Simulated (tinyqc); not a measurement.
Hall factor, magnetoresistance and optical conductivity for a power-law relaxation time: one step, computed by the program tinyqc.

One spherical parabolic band, tau(E) = tau_0 x^s with x = E/(k_B T). Landau quantisation is left out.

Problem. Response at frequency f. <y> = int y x^(3/2) f (1 - f) dx / int x^(3/2) f (1 - f) dx, f = 1/(1 + exp(x - eta)). Integrals over x = E/(k_B T) use 160 Gauss-Legendre points in u = sqrt(x) from 0 to sqrt(max(eta, 0) + 45). sigma(w) = (n e^2/m) <tau/(1 - i w tau)>, w = 2 pi f; eps = eps_inf + i sigma/(eps_0 w); N = sqrt(eps); absorption coefficient 2 w Im N/c; reflectivity |(N - 1)/(N + 1)|^2; plasma frequency sqrt(n e^2/(eps_inf eps_0 m))/(2 pi).

Inputs (values chosen for the exercise, with a mass close to that of holes in silicon):
```
quantity                         value  unit
effective mass m                  0.39   m_0
exponent s                           1     -
tau_0                               96    fs
reduced Fermi level eta             -5     -
temperature T                       77     K
frequency f                         32   THz
background permittivity eps_inf   6.08     -
```

density n = 5.342182e+15 1/cm^3

Constants: e = 1.602176634e-19 C; m_0 = 9.1093837015e-31 kg; eps_0 = 8.8541878128e-12 F/m; c = 299792458 m/s.

Give: sigma(w); permittivity; refractive index; absorption coefficient; reflectivity; plasma frequency.

Solution.

sigma(w) = 0.000648+0.019148i S/cm

permittivity = 6.0789

refractive index = 2.4655

absorption coefficient = 0.099036 1/cm

reflectivity = 0.17884

plasma frequency = 0.42617 THz

Caution: the photon energy exceeds the typical carrier energy, so the classical sigma(w) is only a rough guide to the absorption.
